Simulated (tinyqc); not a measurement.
# From step (C_lf - C_hf)/C_hf back to band bending V_b

Model: admittance spectroscopy and thermally stimulated current of one trap level in a depletion layer. Computed by tinyqc, a small Python program. Command: `OMP_NUM_THREADS=1 python tinyqc.py 3113651 3113652 out.jsonl admit inv`. One thread of a shared host (Intel(R) Xeon(R) Processor @ 2.30GHz), about 0.02 s of CPU time with the checks.

A Schottky junction on n-type material holds one donor-like electron trap; shallow donors are fully ionised and abrupt depletion edges are assumed.

Inputs (values chosen for the exercise, modelled on n-type GaN): dielectric constant eps = 9.66; density-of-states mass m = 0.192 m_0; shallow doping N = 6.7e+16 1/cm^3; trap density N_t = 1.4e+16 1/cm^3; trap depth E_t below the band = 0.415 eV; capture cross section sigma = 1.2e-17 cm^2; test frequency f = 10000 Hz.

Constants: k_B = 1.380649e-23 J/K; m_0 = 9.1093837015e-31 kg; h = 6.62607015e-34 J s; k_B = 8.617333262e-05 eV/K; eps_0 = 8.8541878128e-12 F/m; e = 1.602176634e-19 C.

Method:
- N_c = 2 (2 pi m k_B T/h^2)^(3/2), v_th = sqrt(3 k_B T/m), emission rate e_n = sigma v_th N_c exp(-E_t/(k_B T)).
- Where the level crosses the Fermi level capture equals emission, so the trap follows the signal with the rate 2 e_n; G/omega peaks at omega = 2 e_n (the correction for large N_t/N is left out).
- Solve 2 e_n(T_p) = 2 pi f.
- With E_c - E_F = k_B T_p ln(N_c/N): lambda = sqrt(2 eps eps_0 (E_t - (E_c - E_F))/(e^2 N)); traps are empty and charged for x < x_t = w - lambda, and V_b = e (N w^2 + N_t x_t^2)/(2 eps eps_0). High frequency: C_hf = eps eps_0/w. Low frequency: C_lf = eps eps_0 (N + N_t)/(N w + N_t x_t).

Task: A run gave the result below. Find the band bending V_b, known to lie between 1.6 and 3.1 V.

step (C_lf - C_hf)/C_hf = 0.07284178

Result:

Each step takes the trial c = (a f_b - b f_a)/(f_b - f_a), f being the result less the target and a, b, c the logarithms of the listed values; c replaces end b, the old b replaces a if the sign of f changed, and otherwise f_a is halved.

Scan of the range:
```
band bending V_b (V)  step (C_lf - C_hf)/C_hf
1.60                                0.0775600
1.79                                0.0732165
1.99                                0.0693505
2.23                                0.0654314
2.49                                0.0618550
2.78                                0.0584841
3.10                                0.0553367
```

False position (Illinois rule, in the logarithm of the input) inside the bracket:
```
step    end a    end b    trial  step (C_lf - C_hf)/C_hf
1     1.79000  1.99000  1.80847                0.0728321
2     1.79000  1.80847  1.80756                0.0728509
3     1.80847  1.80756  1.80800                0.0728418
4     1.80756  1.80800  1.80800                0.0728418
```

Step (C_lf - C_hf)/C_hf falls at every point of a 13-point scan of the range (every second point is shown), so one value fits; it is bracketed by 1.79 and 1.99. Answer: band bending V_b = 1.808 V.
